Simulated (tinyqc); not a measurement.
Bandgap voltage reference from two bipolar transistors: one step of the calculation.

Two transistors of area 1 and N carry the same current I. Is(T) = Is (T/T0)^eta exp[(Vg0 q/kB)(1/T0 - 1/T)], VBE1 = Vt ln(I/Is(T)) + I rb, VBE2 = Vt ln(I/(N Is(T))) + I rb/N. The amplifier forces I R1(T) = VBE1 - VBE2 + Vos, with R(T) = R (1 + tc (T - T0)) for both resistors, and the output is Vref = VBE1 + I R2(T). Base currents and the Early effect are neglected.

Question. Operating point at the reference temperature. Vt = kB T/q; I = (Vt ln N + Vos)/(R1(T) - rb (1 - 1/N)). Evaluate at T = T0.

Inputs (values chosen for the exercise); values of the order met in silicon bipolar transistors:
```
symbol    value   unit                                                   meaning
T0          300      K                                     reference temperature
Vg0       1.171      V                      band-gap voltage extrapolated to 0 K
eta         4.3                   temperature exponent of the saturation current
Is      3.2e-16      A           saturation current of the unit transistor at T0
N            15                              area ratio of the second transistor
R1           14   kohm  resistor across which the difference of VBE falls, at T0
tc         2000  ppm/K                 temperature coefficient of both resistors
Vos           0     mV                                   offset of the amplifier
rb            0    ohm                  series resistance of the unit transistor
R2          141   kohm                                     output resistor at T0
```

Constants: q = 1.602176634e-19 C, kB = 1.380649e-23 J/K. Results are converted to the units shown.

Find: Vt; I; Is(T); VBE1; I R2; Vref.

Answer.

Vt = 0.025852 V
I = 5.0006 uA
Is(T) = 3.2000e-16 A
VBE1 = 0.60680 V
I R2 = 0.70509 V
Vref = 1.3119 V

Program tinyqc, `OMP_NUM_THREADS=1 python tinyqc.py 2062147 2062148 out.jsonl`; Intel Xeon 2.30GHz, shared host, one thread, about 0.02 s.
